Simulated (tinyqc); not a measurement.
Phase shift across the band: Koster-Slater impurity in a tight-binding band, by Green functions and by supercells. Computed by tinyqc, a small Python program. Command: `OMP_NUM_THREADS=1 python tinyqc.py 3030837 3030838 out.jsonl kosterslater walk`. One thread of a shared host (Intel(R) Xeon(R) Processor @ 2.30GHz), about 0.03 s of CPU time with the checks.

One orbital per site, e(k) = -2 t sum cos(k_i) over 2 direction(s), band from -4 t to 4 t, lattice constant 1. One site has the extra energy U. Spin is left out.

Inputs (values chosen for the exercise, for a model band): hopping t = 1.8 eV; impurity potential U = -12.1 eV; broadening eta = 0.27 eV.

Lattice: square.

Method:
- Outside the band G0(E) = (2/(pi E)) K(m), m = 16 t^2/E^2, K the complete elliptic integral with parameter m.
- A bound state solves 1/U = G0(E).
- Bisection in ln(distance from the edge) between 1e-5 t and |U| + t. Weight on the impurity site: -1/(U^2 dG0/dE), by a central difference with step min(1e-4 t, distance/30). Decay length along an axis: 1/arccosh(1 + distance/(2 t)).
- Inside the band G0(z), z = E + i eta, comes from the chain form 1/(sqrt(y - 2t) sqrt(y + 2t)) (principal roots) at y = z + 2 t cos k, averaged over k in (0, pi) with 200 Gauss-Legendre points.
- delta/pi = -arg(1 - U G0)/pi counts the states added below E (Friedel); host DOS = -Im G0/pi, DOS on the impurity = -Im[G0/(1 - U G0)]/pi; 13 evenly spaced energies from -(band edge + |U| + 2t) to +(band edge + |U| + 2t).

distance from the band edge = 5.99261 eV

level E_b = -13.1926 eV

Across the spectrum:
```
E (eV)   Re G0 (1/eV)  host DOS (1/eV)  DOS on the impurity (1/eV)  delta/pi
-22.900      -0.04480          0.00018                    0.000845   0.00468
-19.083      -0.05442          0.00027                    0.002270   0.00939
-15.267      -0.06965          0.00045                    0.017862   0.03423
-11.450      -0.09855          0.00097                    0.025180   0.93997
-7.633       -0.20364          0.00853                    0.003794   0.93061
-3.817       -0.14489          0.05852                    0.010609   0.60392
0.000         0.00000          0.13139                    0.005064   0.43710
3.817         0.14489          0.05852                    0.004671   0.21633
7.633         0.20364          0.00853                    0.000705   0.02971
11.450        0.09855          0.00097                    0.000201   0.00533
15.267        0.06965          0.00045                    0.000131   0.00293
19.083        0.05442          0.00027                    0.000096   0.00193
22.900        0.04480          0.00018                    0.000075   0.00139
```

delta/pi starts and ends near zero (+0.005 and +0.001): the impurity moves states but creates none. delta/pi rises at the bound state below the band (-13.193 eV), reaches 0.94 among these rows (1 in the limit of small eta, just above the level) and is paid back by the top of the band.

Extremes, crossings and ranges named in words are read from the listed rows.
